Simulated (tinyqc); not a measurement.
## MOS structure on a p-type body, non-linear Poisson equation by Newton steps: charge and capacitance against gate voltage

One dimension, insulator interface at x = 0, acceptor density Na, uniform, net doping C = -(acceptor density). psi is counted from the intrinsic level: n = ni exp((psi - Vb)/Vt), p = ni exp(-psi/Vt); deep in the body psi_b = -Vt ln(Na/ni). The gate acts through Cox = eps0 eox/tox and has the potential psi_G = Vg - (phiM - chi - Vt ln(Nc/ni)). Boltzmann statistics, full ionisation, classical densities, no oxide or interface charge.

ni = sqrt(Nc Nv) exp(-Eg/(2 Vt)), Eg in volts. The Poisson equation d/dx(eps0 eps_r dpsi/dx) = -q (p - n + C), with eps0 eps_r dpsi/dx = -Cox (psi_G - psi_0) at x = 0, is solved on a mesh of about 600 nodes or more. N_inv is the integral of n less its value deep in the body. C_LF = Cox (1 - dpsi_0/dVg) with all carriers following; C_HF is the same with the electron quasi-Fermi level shifting uniformly so that N_inv stays fixed. The centroid is that of the same excess.

Parameters, values chosen for the exercise; band and dielectric values close to those of silicon:
```
symbol,value,unit,meaning
T,300,K,temperature
Eg,1.13,eV,band gap
eps_r,11.6,,relative permittivity
Nc,2.76e19,cm^-3,conduction-band density of states at T
Nv,2.66e19,cm^-3,valence-band density of states at T
chi,4.13,eV,electron affinity
Na,8.9e16,cm^-3,acceptor density deep in the body
eox,3.9,,relative permittivity of the gate insulator (close to silicon dioxide)
tox,10,nm,insulator thickness
phiM,4.78,eV,gate work function
Vb,0,V,electron quasi-Fermi potential against the body
```

Constants: q = 1.602176634e-19 C, kB = 1.380649e-23 J/K, Vt = kB T/q, eps0 = 8.8541878128e-14 F/cm where lengths are in cm. Results are converted to the units shown.

Result of one run:
```
psi_0 - psi_b (V),N_inv (cm^-2),C_LF/Cox,C_HF/Cox,centroid (nm)
0.973,1.69e12,0.954,0.208,1.21
```

Which gate voltage against the body Vg gave this result: 0.53, 0.68, 1.14, 1.29 or 1.9 V?

Vg = 1.9 V.

The whole series:
```
Vg (V),psi_0 - psi_b (V),N_inv (cm^-2),C_LF/Cox,C_HF/Cox,centroid (nm)
0.53,0.516,9.02e4,0.261,0.261,2.35
0.68,0.628,6.23e6,0.242,0.242,2.10
0.83,0.743,4.81e8,0.231,0.226,1.90
0.99,0.856,3.44e10,0.462,0.214,1.75
1.14,0.907,2.21e11,0.790,0.210,1.62
1.29,0.930,4.83e11,0.881,0.209,1.51
1.44,0.945,7.69e11,0.916,0.208,1.42
1.59,0.956,1.07e12,0.934,0.208,1.34
1.74,0.965,1.37e12,0.946,0.208,1.27
1.9,0.973,1.69e12,0.954,0.208,1.21
2.05,0.979,2.00e12,0.960,0.208,1.15
```

N_inv goes from 90200 to 2.00e12 cm^-2 and passes 2e11 cm^-2 at Vg = 1.13 V. Below threshold it takes 79.5 mV a decade between Vg = 0.68 and 0.83 V, against Vt ln 10 = 59.5 mV. C_LF/Cox is lowest, 0.231, at Vg = 0.83 V among the rows listed and ends at 0.960, while C_HF/Cox ends at 0.208. Between the last two rows q dN_inv/dVg is 0.953 Cox. Where the classical centroid is under about 2 nm, confinement would move the charge away from the interface and raise the threshold. Above about 2e12 cm^-2 degeneracy matters too.

tinyqc, about 0.4 s, one thread, Intel Xeon 2.30GHz (shared host): `OMP_NUM_THREADS=1 python tinyqc.py 2080056 2080057 out.jsonl`
